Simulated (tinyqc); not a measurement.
Coherent transport through a tight-binding region between two chains, step by step. Computed by tinyqc, a small Python program that keeps every step. Settings: temperature = 300, mu = -0.1. Command: `OMP_NUM_THREADS=1 python tinyqc.py 27889 27890 out.jsonl` (the two numbers bound the seeds that draw the settings). One thread of a shared host (Intel(R) Xeon(R) Processor @ 2.60GHz), about 0.08 s of CPU time with the checks.

## Transmission at E = -0.88 eV

H of the central region (eV):
$$\begin{pmatrix}
0.500000 & -1.430000 & 0.000000 & 0.000000 & -1.430000 \\
-1.430000 & 0.280000 & -1.430000 & 0.000000 & 0.000000 \\
0.000000 & -1.430000 & -0.360000 & -1.430000 & 0.000000 \\
0.000000 & 0.000000 & -1.430000 & 0.520000 & -1.430000 \\
-1.430000 & 0.000000 & 0.000000 & -1.430000 & 0.760000
\end{pmatrix}$$

Leads: semi-infinite chains with site energy 0:
```
parameter                           value
lead hopping t (eV)              2.750000
coupling to the left lead (eV)   0.730000
coupling to the right lead (eV)  1.040000
left contact site                       1
right contact site                      5
```

E = -0.880000 eV

Surface Green function g = (E - i sqrt(4 t^2 - E^2)) / (2 t^2); self-energy tc^2 g on each contact site; G = (E - H - Sigma)^(-1); Gamma = -2 Im Sigma; T = Gamma_L Gamma_R |G_LR|^2; local density of states -Im G_ii / pi.

g = -0.058182-0.358952i 1/eV

G (1/eV):
$$\begin{pmatrix}
-1.480366-0.799777i & -0.297463+0.082564i & 1.239067+0.866752i & 0.748033+0.232619i & -0.506727-0.639014i \\
-0.297463+0.082564i & -0.742570-0.128648i & 0.394400-0.186922i & 0.885988+0.060677i & 0.473001+0.246326i \\
1.239067+0.866752i & 0.394400-0.186922i & -0.919135-1.018381i & -0.029330-0.183398i & 0.890420+0.838830i \\
0.748033+0.232619i & 0.885988+0.060677i & -0.029330-0.183398i & -0.896653-0.127367i & -0.149212+0.058703i \\
-0.506727-0.639014i & 0.473001+0.246326i & 0.890420+0.838830i & -0.149212+0.058703i & -1.036502-0.781358i
\end{pmatrix}$$

local density of states (1/eV): [0.254577, 0.040950, 0.324161, 0.040542, 0.248714]

transmission = 0.197578

## Transmission across the band

The same steps on a grid of energies.

T(E):
```
E (eV)              T
-5.22500000  0.000104
-4.70250000  0.000477
-4.18000000  0.001397
-3.65750000  0.004223
-3.13500000  0.019432
-2.61250000  0.916168
-2.09000000  0.008942
-1.56750000  0.000370
-1.04500000  0.054057
-0.52250000  0.892205
0.00000000   0.034121
0.52250000   0.029172
1.04500000   0.026964
1.56750000   0.030069
2.09000000   0.038808
2.61250000   0.299100
3.13500000   0.517422
3.65750000   0.039702
4.18000000   0.007700
4.70250000   0.001947
5.22500000   0.000348
```

levels of the isolated region (eV): [-2.589102, -0.655951, -0.412425, 2.455245, 2.902233]

## Current

I = (2e/h) int T(E) [f(E - mu - V/2) - f(E - mu + V/2)] dE at 300 K with mu = -0.1 eV, the bias not changing H; 2e^2/h = 77.48092 microsiemens; the integral runs over the band on 4001 points.

Current:
```
V (volt)  I (microampere)
0.010000         0.023586
0.050000         0.117639
0.100000         0.233471
0.200000         0.452775
0.400000         0.834268
0.800000         6.181453
```
